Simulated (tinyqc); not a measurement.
Inside a calculation (part 2 of 2). Method: RHF in the 6-311g basis, for H2, spin multiplicity 1. Computed by tinyqc, a small Python program that keeps every step (integrals from PySCF). Command: `OMP_NUM_THREADS=1 python tinyqc.py 22794 22795 out.jsonl` (the two numbers bound the seeds that draw the settings). One thread of a shared host (Intel(R) Xeon(R) Processor @ 2.60GHz), about 0.06 s of CPU time with the checks.

Geometry (angstrom):
```
atom        x        y        z
H     0.00000  0.00000  0.00000
H     0.00000  0.00000  0.78500
```

## Convergence

Stop when the energy changes by less than 1e-09 hartree and every element of the error matrix X^T (F D S - S D F) X is below 9e-06.

Course of the cycle:
```
iteration  E (hartree)     change  largest element of the error matrix
1            1.5766567          -                             1.39e+00
2           -1.0864754  -2.66e+00                             1.85e-01
3           -1.1246697  -3.82e-02                             2.34e-02
4           -1.1260992  -1.43e-03                             6.11e-03
5           -1.1262127  -1.13e-04                             7.35e-04
6           -1.1262148  -2.07e-06                             2.90e-05
7           -1.1262148  -1.64e-09                             1.08e-06
8           -1.1262148  -4.57e-12                             5.29e-08
```

PySCF RHF in the same basis = -1.1262148 hartree

Converged in 8 iterations.

## Populations, bond orders and dipole

D after iteration 8:
```
         1H 1s    1H 2s    1H 3s    2H 1s    2H 2s    2H 3s
1H 1s  0.06878  0.11093  0.04944  0.06878  0.11093  0.04944
1H 2s  0.11093  0.17892  0.07974  0.11093  0.17892  0.07974
1H 3s  0.04944  0.07974  0.03553  0.04944  0.07974  0.03553
2H 1s  0.06878  0.11093  0.04944  0.06878  0.11093  0.04944
2H 2s  0.11093  0.17892  0.07974  0.11093  0.17892  0.07974
2H 3s  0.04944  0.07974  0.03553  0.04944  0.07974  0.03553
```

overlap S:
```
         1H 1s    1H 2s    1H 3s    2H 1s    2H 2s    2H 3s
1H 1s  1.00000  0.70638  0.37366  0.23168  0.39960  0.30326
1H 2s  0.70638  1.00000  0.78896  0.39960  0.69871  0.66436
1H 3s  0.37366  0.78896  1.00000  0.30326  0.66436  0.89311
2H 1s  0.23168  0.39960  0.30326  1.00000  0.70638  0.37366
2H 2s  0.39960  0.69871  0.66436  0.70638  1.00000  0.78896
2H 3s  0.30326  0.66436  0.89311  0.37366  0.78896  1.00000
```

Mulliken: Z minus the diagonal of D S on the atom; Loewdin: the same with S^(1/2) D S^(1/2); Mayer order: 2 sum_s sum (D(s) S)_ij (D(s) S)_ji over the two atoms.

Charges (e):
```
atom   Mulliken    Loewdin
1H     6.30e-08   2.82e-08
2H    -6.30e-08  -2.82e-08
```

Mayer bond orders:
```
pair    order
2-1   1.00000
```

dipole moment about the origin, x y z (debye): 0.00000  0.00000  0.00000
